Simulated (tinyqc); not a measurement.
# Threshold-voltage variability of a planar MOSFET, analytic estimates: what changes with what

Three independent sources add in quadrature: random dopants in the depleted layer, metal-gate grains of two orientations, and roughness of the two gate edges acting through the roll-off VT = VT(long) - Vr exp(-L/l). These are first-order estimates: no three-dimensional electrostatics, no percolation.

Parameters, values chosen for the exercise; material values close to those of germanium: temperature T = 273 K; band gap Eg = 0.663 eV; relative permittivity of the semiconductor eps_r = 15.9; conduction-band density of states at T Nc = 8.85e18 cm^-3; valence-band density of states at T Nv = 5.28e18 cm^-3; channel doping Na = 9e17 cm^-3; oxide-equivalent thickness in inversion ti = 1.9 nm; gate length L = 65 nm; metal grain size G = 15 nm; work-function difference of the two grain orientations dW = 0.15 eV; share of the orientation of higher work function p = 0.6; rms roughness of one gate edge De = 0.7 nm; correlation length of the roughness La = 20 nm; decay length of the threshold roll-off l = 12 nm; prefactor of the roll-off Vr = 2 V.

Constants: q = 1.602176634e-19 C, kB = 1.380649e-23 J/K, Vt = kB T/q, eps0 = 8.8541878128e-14 F/cm where lengths are in cm. Results are converted to the units shown.

Each table varies one quantity; the others keep the values above.

## Scaling length and width together

ni = sqrt(Nc Nv) exp(-Eg/(2 Vt)), Eg in volts; Cox = 3.9 eps0/ti; Wd = sqrt(4 eps0 eps_r Vt ln(Na/ni)/(q Na)); dopants: s1 = (q/Cox) sqrt(Na Wd/(3 L W)). Grains: Ng = L W/G^2 (at least 1), s2 = dW sqrt(p (1 - p)/Ng). Edges, with exponential correlation and u = W/La: the mean gate length has sL^2 = 2 De^2 (2/u)[1 - (1 - exp(-u))/u]; s3 = sL (Vr/l) exp(-L/l). s = sqrt(s1^2 + s2^2 + s3^2). l and Vr are held fixed. W = 3.076923077 L in every row; l is held fixed.

Scaling length and width together:
```
L (nm)  s1 (mV)  s2 (mV)   s3 (mV)  s (mV)  s sqrt(L W) (mV um)
42        11.96    14.96     2.549   19.32                1.424
52        9.659    12.08     1.013   15.50                1.414
63        7.972    9.974    0.3725   12.77                1.412
78        6.439    8.056   0.09696   10.31                1.411
95        5.287    6.615   0.02148   8.468                1.411
120       4.185    5.237  0.002398   6.704                1.411
140       3.587    4.489  4.210e-4   5.746                1.411
```

What does the comparison show?

As L goes from 42 to 140 nm, s falls from 19.3 to 5.75 mV. The grains are the largest source in the first and the last row. The product s sqrt(L W) falls from 1.42 to 1.41 mV um: s1 and s2 go as 1/sqrt(L W), so the change comes from s3 alone.

## Effect of the gate width

Same model as above.

l and Vr are held fixed.

Result of one run:
```
W (nm)  s1 (mV)  s2 (mV)  s3 (mV)  s (mV)  s sqrt(L W) (mV um)
760       3.964    4.959   0.1659   6.351                1.412
```

What becomes of these results when the gate width W is changed from 760 to 67 nm, all else the same?

Result of the changed run:
```
W (nm)  s1 (mV)  s2 (mV)  s3 (mV)  s (mV)  s sqrt(L W) (mV um)
67        13.35    16.70   0.4778   21.39                1.411
```

The whole series:
```
W (nm)  s1 (mV)  s2 (mV)  s3 (mV)  s (mV)  s sqrt(L W) (mV um)
67        13.35    16.70   0.4778   21.39                1.411
110       10.42    13.04   0.3999   16.69                1.411
180       8.145    10.19   0.3257   13.05                1.412
290       6.417    8.028   0.2626   10.28                1.412
470       5.040    6.306   0.2092   8.076                1.412
760       3.964    4.959   0.1659   6.351                1.412
1200      3.155    3.947   0.1327   5.054                1.412
2000      2.443    3.057   0.1031   3.915                1.412
```

As W goes from 67 to 2000 nm, s falls from 21.4 to 3.92 mV. The grains are the largest source in the first and the last row. The product s sqrt(L W) stays near 1.41 mV um: s1 and s2 count independent dopants and grains, so they go as 1/sqrt(L W), and s3 is too small to matter.

Numbers from tinyqc (`OMP_NUM_THREADS=1 python tinyqc.py 2090087 2090088 out.jsonl`; about 0.01 s on one thread of a shared Intel Xeon 2.30GHz).
